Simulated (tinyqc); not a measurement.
# Reverse leakage of an n+-p junction: diffusion, generation, trap-assisted and band-to-band tunnelling, step by step

Numbers from tinyqc (`OMP_NUM_THREADS=1 python tinyqc.py 2290070 2290071 out.jsonl`; about 0.01 s on one thread of a shared Intel Xeon 2.30GHz). Printed values are rounded; ~0 in a residual or rate marks an entry under 1e-11 of the largest of its column.

One-sided abrupt junction in the depletion approximation, x from the junction (0) to W on the p side, field F = F0 (1 - x/W). Flat quasi-Fermi levels, long p side. Traps generate through SRH with both lifetimes shortened by 1 + Gamma (Hurkx enhancement, form for moderate fields); band-to-band generation is local and needs a total bending above Eg.

Inputs (values chosen for the exercise); band and dielectric values close to those of silicon: temperature T = 400 K; band gap Eg = 1.13 eV; relative permittivity eps_r = 11.8; conduction-band density of states at T Nc = 4.31e19 cm^-3; valence-band density of states at T Nv = 4.06e19 cm^-3; acceptor density of the lighter side Na = 5.8e17 cm^-3; donor density of the heavier side Nd = 1e19 cm^-3; SRH lifetime of both carriers at zero field tau = 4e-6 s; trap level above the intrinsic level Et = 0 eV; tunnelling mass mt = 0.24 m0; electron diffusion coefficient on the lighter side Dn = 7 cm^2/s; band-to-band prefactor Ab = 2.7e14 cm^-0.5 V^-2.5 s^-1; band-to-band field constant Bb = 1.89e7 V/cm; reverse bias VR = 2.4 V.

Constants: q = 1.602176634e-19 C, kB = 1.380649e-23 J/K, hbar = 1.054571817e-34 J s, m0 = 9.1093837015e-31 kg, Vt = kB T/q, eps0 = 8.8541878128e-14 F/cm where lengths are in cm. Results are converted to the units shown.

## Field, scales and diffusion current

ni = sqrt(Nc Nv) exp(-Eg/(2 Vt)), Eg in volts; Vbi = Vt ln(Na Nd/ni^2); W = sqrt(2 eps0 eps_r (Vbi + VR)/(q Na)); F0 = 2 (Vbi + VR)/W; FG = sqrt(24 mt m0 (kB T)^3)/(q hbar); J_diff = q ni^2 sqrt(Dn/tau)(1 - exp(-VR/Vt))/Na.

ni = 3.18284e12 cm^-3
Vbi = 0.933200 V
W = 86.5749 nm
F0 = 770.016 kV/cm
FG = 556.396 kV/cm
J_diff = 3.70196e-9 A/cm^2

## Generation rates across the layer

u = (Vbi + VR)(1 - x/W)^2, p = Na exp(-u/Vt), n = Nd exp((u - Vbi - VR)/Vt); G0 = ni^2 (1 - exp(-VR/Vt))/(tau (n + p + 2 ni cosh(Et/Vt))); Gamma = 2 sqrt(3 pi)(F/FG) exp((F/FG)^2); trap-assisted part G0 Gamma; G_bb = Ab F^2.5 exp(-Bb/F) with F in V/cm, zero unless Vbi + VR > Eg. 12 equal steps.

```
point   x (nm)  F (kV/cm)     Gamma  G0 (cm^-3 s^-1)  G0 Gamma (cm^-3 s^-1)  G_bb (cm^-3 s^-1)
0       0.0000    770.016   57.6864       2.53262e11             1.46098e13         3.07519e18
1       7.2146    705.848   38.9430       3.04198e17             1.18464e19         2.65664e17
2      14.4291    641.680   26.7752       3.97855e17             1.06527e19         1.43870e16
3      21.6437    577.512   18.7165       3.97855e17             7.44647e18         4.19062e14
4      28.8583    513.344   13.2701       3.97855e17             5.27959e18         5.22124e12
5      36.0729    449.176   9.51127       3.97855e17             3.78411e18         1.94341e10
6      43.2874    385.008   6.85803       3.97854e17             2.72849e18                 ~0
7      50.5020    320.840   4.93717       3.96009e17             1.95516e18                 ~0
8      57.7166    256.672   3.50414       1.34195e17             4.70237e17                 ~0
9      64.9312    192.504   2.39446       1.83196e15             4.38657e15                 ~0
10     72.1457    128.336   1.49360       6.40679e13             9.56920e13                 ~0
11     79.3603     64.168  0.717589       8.54623e12             6.13269e12                 ~0
12     86.5749      0.000         0       4.36654e12                      0                  0
```

## Current components

Each current is q times the trapezoid sum of its rate; J adds J_diff; J_bb under 1e-8 of the sum is given as 0.

J_SRH = 3.26610e-7 A/cm^2
J_TAT = 5.10534e-6 A/cm^2
J_bb = 2.10151e-7 A/cm^2
J = 5.64580e-6 A/cm^2

A fine grid gives J = 5.205e-6 A/cm^2; the coarse sum is 8.5 % above it. On the fine grid the largest part is trap-assisted tunnelling (90.9 %). The simple estimate q ni W/(2 tau cosh(Et/Vt)) is 72 % above the fine-grid J_SRH of 3.205e-7 A/cm^2, since near both edges n or p is large enough to quench generation.
